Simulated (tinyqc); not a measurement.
## p-type polysilicon, carrier trapping at grain boundaries: effect of the doping

One-dimensional grains of size Lg, uniform ionised doping N, monovalent traps Qt at each boundary at a depth Et below (for electrons) or above (for holes) the band edge there, abrupt depletion of width W on each side of a boundary, Boltzmann statistics. xi is the distance from the band edge at the grain centre to the Fermi level. Trapped charge Qt/(1 + exp((xi + VB - Et)/Vt)) = 2 N W, barrier VB = q N W^2/(2 eps0 eps_r).

If the trap equation with xi = Vt ln(NB/N) has a root W < Lg/2, the grain is partly depleted; otherwise W = Lg/2 and the trap equation gives xi = Et - VB + Vt ln(Qt/(N Lg) - 1). N* = Qt/Lg. n0 = NB exp(-xi/Vt); mean density n0 (1 - 2 W/Lg) by charge balance in a partly depleted grain, and n0 (sqrt(pi)/2) erf(u)/u with u = sqrt(VB/Vt) in a fully depleted one; v = sqrt(kB T/(2 pi ms m0)); barrier resistivity Vt exp(VB/Vt)/(q fe n0 v Lg); grain resistivity (1 - 2 W/Lg)/(q n0 mug); effective mobility 1/(q mean density total resistivity). Rows with xi above 0.45 V, towards mid-gap, are left out, since the other carrier type is ignored.

Inputs (values chosen for the exercise); values of the order met in polycrystalline silicon: temperature T = 300 K; relative permittivity eps_r = 11.7; valence-band density of states at T NB = 2.65e19 cm^-3; grain size Lg = 23 nm; trap density of a grain boundary Qt = 1.2e12 cm^-2; depth of the trap level from the majority band edge at the boundary Et = 0.36 eV; mass for thermionic emission ms = 0.34 m0; correction factor of the emission rate fe = 0.12; mobility inside the grains mug = 44 cm^2/(V s).

Constants: q = 1.602176634e-19 C, kB = 1.380649e-23 J/K, m0 = 9.1093837015e-31 kg, Vt = kB T/q, eps0 = 8.8541878128e-14 F/cm where lengths are in cm. Results are converted to the units shown.

Effect of the doping:
```
N (cm^-3)	N/N*	depleted share 2 W/Lg	VB (V)	xi (V)	mean density (cm^-3)	resistivity (ohm cm)	effective mobility (cm^2/(V s))
2.6e16	0.04983	1.000	0.002659	0.4336	1.334e12	1.018e5	45.97
4.9e16	0.09392	1.000	0.005011	0.4136	2.805e12	5.149e4	43.21
9.3e16	0.1782	1.000	0.009511	0.3900	6.620e12	2.461e4	38.32
1.8e17	0.3450	1.000	0.01841	0.3582	2.054e13	1.013e4	29.99
3.3e17	0.6325	1.000	0.03375	0.3122	1.045e14	3101	19.26
6.3e17	1.208	0.8280	0.04417	0.09667	1.084e17	1.149	50.11
1.2e18	2.300	0.4348	0.02320	0.08001	6.783e17	0.3258	28.24
2.2e18	4.217	0.2371	0.01265	0.06434	1.678e18	0.1432	25.98
4.2e18	8.050	0.1242	0.006628	0.04762	3.678e18	0.06857	24.75
8e18	15.33	0.06522	0.003480	0.03096	7.478e18	0.03470	24.05
```

As N goes from 2.6e16 to 8e18, VB goes from 0.00266 through a maximum of 0.0442 (at N = 6.3e17 among the rows listed) to 0.00348 V, the resistivity falls from 1.02e5 to 0.0347 ohm cm and the effective mobility moves up and down between 19.3 and 50.1 cm^2/(V s). The steepest fall of the resistivity among the rows, as N^(-12.2), lies between N = 3.3e17 and 6.3e17 cm^-3; N* = 5.22e17 cm^-3. While the grain is fully depleted VB grows as N; once the traps are full it falls as 1/N. For N = 2.2e18, 4.2e18, 8e18 xi is under 2.5 Vt, where Boltzmann statistics begin to fail. For N = 2.6e16, 4.9e16, 9.3e16, 1.8e17, 1.2e18, 2.2e18, 4.2e18, 8e18 VB is below Vt, where abrupt depletion and thermionic emission are rough. For N = 6.3e17 the grain is near the changeover between partial and full depletion, within a few Debye lengths, where both limits are rough. For N = 2.6e16, 6.3e17 the effective mobility exceeds mug, since drift through the depleted part of the grain is left out.

Computed by the program tinyqc: `OMP_NUM_THREADS=1 python tinyqc.py 2830193 2830194 out.jsonl`, one thread of a shared Intel Xeon 2.30GHz, about 0.01 s for the whole run.
